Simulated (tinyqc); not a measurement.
# Read current of a NAND string, cells in series solved by shooting: effects of single changes

Cells in series, numbered from 0 at the source line (0 V) to the bit line, each followed by a gap resistance Rg. A cell with gate Vg, threshold VT, source Vs and drain Vd passes I = 2 nf K Vt^2 [F(Vs) - F(Vd)]/(1 + th max(Vg - VT, 0)), F(V) = ln^2(1 + exp((Vg - VT - nf V)/(2 nf Vt))). The selected cell has Vg = Vr, the others Vg = Vp.

Parameters, values chosen for the exercise; values of the order met in vertical NAND strings: temperature T = 358 K; gain factor of a cell K = 12 uA/V^2; slope factor nf = 1.6; mobility reduction factor th = 0.07 1/V; resistance of the gap between cells Rg = 29 kohm; bit-line voltage Vbl = 0.4 V; pass voltage Vp = 5.7 V; threshold of an erased cell Ve = -2.1 V; threshold of the highest state Vh = 4.3 V; threshold of the selected cell Vx = 2.5 V; sensing current Is = 20 nA; read voltage on the selected word line Vr = 3.83 V.

Constants: q = 1.602176634e-19 C, kB = 1.380649e-23 J/K, Vt = kB T/q. Results are converted to the units shown.

Each table varies one quantity; the others keep the values above.

## Read current against the number of cells

For a trial current I start at 0 V and, cell by cell, solve for the drain: sqrt(F(Vd)) = sqrt(F(Vs) - I/k), k = 2 nf K Vt^2/(1 + th max(Vg - VT, 0)), Vd = [Vg - VT - 2 nf Vt ln(exp(sqrt F) - 1)]/nf, then add I Rg. The string current is the I for which the last node reaches Vbl. The apparent threshold is the Vr at which I = Is. Background: all other cells erased (VT = Ve) or all in the highest state (VT = Vh); ratio and shift are high over erased and high minus erased. The selected cell is in the middle, cell n/2.

Results:
```
n	I, others erased (uA)	I, others high (uA)	ratio	apparent VT, erased (V)	apparent VT, high (V)	background shift (mV)
8	0.9025	0.4377	0.4850	2.515	2.521	6.315
32	0.2577	0.1093	0.4242	2.532	2.558	25.71
64	0.1320	0.05466	0.4142	2.556	2.609	52.70
96	0.08868	0.03644	0.4109	2.579	2.661	81.45
128	0.06678	0.02733	0.4092	2.603	2.718	115.2
```

Estimate the missing row, n = 16.

Computed row:
```
n	I, others erased (uA)	I, others high (uA)	ratio	apparent VT, erased (V)	apparent VT, high (V)	background shift (mV)
16	0.4923	0.2187	0.4443	2.521	2.533	12.70
```

With this row back in the table: With erased neighbours the current falls from 0.903 to 0.0668 uA, as n^(-0.87) between the first two rows and n^(-0.99) between the last two (-1 once the series resistance rules). The ratio falls from 0.485 to 0.409 and the background shift rises from 6.32 to 115 mV.

## Effect of the pass voltage

Same model as above.

The string has 32 cells and the selected one is cell 16.

Effect of the pass voltage:
```
Vp (V)	I, others erased (uA)	I, others high (uA)	ratio	apparent VT, erased (V)	apparent VT, high (V)	background shift (mV)
4.9	0.2509	0.03636	0.1449	2.533	2.607	74.08
5.4	0.2553	0.08654	0.3390	2.533	2.567	34.37
5.9	0.2593	0.1223	0.4717	2.532	2.554	21.84
6.4	0.2628	0.1489	0.5667	2.532	2.548	15.57
6.9	0.2661	0.1696	0.6374	2.532	2.544	11.84
7.4	0.2691	0.1861	0.6917	2.531	2.541	9.394
7.9	0.2718	0.1996	0.7344	2.531	2.539	7.675
8.4	0.2743	0.2108	0.7686	2.531	2.537	6.412
```

Read the table: what changes, and by how much?

As Vp goes from 4.9 to 8.4 V, the current with erased neighbours rises from 0.251 to 0.274 uA, that with high neighbours rises from 0.0364 to 0.211 uA and the ratio rises from 0.145 to 0.769. The background shift falls from 74.1 to 6.41 mV. A higher pass voltage also disturbs erased cells more, which this model leaves out.

Computed by the program tinyqc: `OMP_NUM_THREADS=1 python tinyqc.py 2142134 2142135 out.jsonl`, one thread of a shared Intel Xeon 2.30GHz, about 0.4 s for the whole run.
